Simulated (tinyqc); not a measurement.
# Capacitances against the line height

Endless row of lines of width wl, height tl and space sl between grounded planes at distance hd; e2 fills the gaps beside the lines, e1 the rest. Laplace's equation is solved on meshes of 3, 6 and 12 steps per unit u and extrapolated (Aitken), which is good to about 0.2 %. C_even (all lines at 1 V) is the capacitance Cg to the planes; C_odd (neighbours in antiphase) = Cg + 4 Cc if only nearest neighbours couple, which defines Cc; total with quiet neighbours Cg + 2 Cc. Plate values 2 eps0 e1 wl/hd and eps0 e2 tl/sl.

Inputs (values chosen for the exercise):
- e1 = 3 (relative permittivity above and below the lines)
- e2 = 7 (relative permittivity between the lines)
- wl = 6 u (line width, in units u)
- sl = 8 u (space between lines)
- hd = 6 u (distance to each plane)

Constants: eps0 = 8.8541878128e-12 F/m. Results are converted to the units shown.

The same in every row: plate Cg (aF/um) = 53.1.

Result of one run:
```
Cg (aF/um)  Cc (aF/um)  Cg + 2 Cc (aF/um)  C_odd (aF/um)  plate Cc (aF/um)  share of coupling, 2 Cc/(Cg + 2 Cc) (%)
115               47.2                209            303              46.5                                     45.1
```

Which line height tl gave this result: 2, 4, 6 or 8 u?

tl = 6 u.

The whole series:
columns A: tl (u); B: Cg (aF/um); C: Cc (aF/um); D: Cg + 2 Cc (aF/um); E: C_odd (aF/um); F: plate Cc (aF/um); G: share of coupling, 2 Cc/(Cg + 2 Cc) (%)
```
A     B     C    D    E     F     G
2   109  17.3  144  179  15.5  24.1
4   113  32.0  177  241  31.0  36.1
6   115  47.2  209  303  46.5  45.1
8   115  62.5  240  365  62.0  52.0
12  116  93.4  303  489  93.0  61.7
16  116   124  365  613   124  68.2
```

As tl goes from 2 to 16, Cg rises from 109 to 116 aF/um, Cc rises from 17.3 to 124 aF/um and the share of coupling rises from 24.1 to 68.2 %. Cg is 2.06 times its plate value in the first row and 2.18 times in the last; for Cc the ratios are 1.12 and 1.00. Neighbours in antiphase raise the load by a factor of 1.24 and 1.68 over quiet ones.

Program tinyqc, `OMP_NUM_THREADS=1 python tinyqc.py 2790134 2790135 out.jsonl`; Intel Xeon 2.30GHz, shared host, one thread, about 1 s.
